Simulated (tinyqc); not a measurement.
Van der Pauw, Hall and four-point-probe measurements on a doped layer: correction factor against the shape of the sample.

A uniform p-type layer with sheet resistance Rs = 1/(q ns mu), point contacts, low field (mu B small).

Rs = 1/(q ns mu). For a rectangle with contacts at the corners, RA = (8 Rs/pi) sum_(k>=0) ln coth((2k + 1) pi a/(2 b)) with current along a short side b and voltage along the opposite one, RB the same with a and b exchanged. ar = a/b. F = Rs/[(pi/ln 2)(RA + RB)/2]; small-asymmetry estimate 1 - (ln 2/2) d^2 - ((ln 2)^2/4 - (ln 2)^3/12) d^4 with d = (RB - RA)/(RB + RA).

Inputs (values chosen for the exercise): sheet density of the layer ns = 1.6e15 cm^-2; drift mobility mu = 54 cm^2/(V s).

Constants: q = 1.602176634e-19 C. Results are converted to the units shown.

Correction factor against the shape of the sample:
```
ar    RA (ohm)  RB (ohm)  RB/RA       F  estimate of F
1        15.94     15.94  1.000   1.000          1.000
1.14     10.25     23.51  2.293  0.9442         0.9444
1.29     6.396     32.55  5.089  0.8185         0.8249
1.43     4.119     41.57  10.09  0.6977         0.7254
1.57     2.653     50.97  19.22  0.5944         0.6577
1.71     1.709     60.62  35.48  0.5114         0.6167
1.86     1.067     71.14  66.70  0.4415         0.5917
2       0.6871     81.07  118.0  0.3899         0.5787
```

RB/RA rises from 1.00 to 118 and F falls from 1.00 to 0.390. The estimate is 0.78 % above F at a/b = 1.29 and 48 % above it in the last row. RA shrinks about as exp(-pi a/b): by a factor of 1.55 between the last two rows, against 1.55.

Program tinyqc, `OMP_NUM_THREADS=1 python tinyqc.py 2850226 2850227 out.jsonl`; Intel Xeon 2.30GHz, shared host, one thread, about 0.01 s.
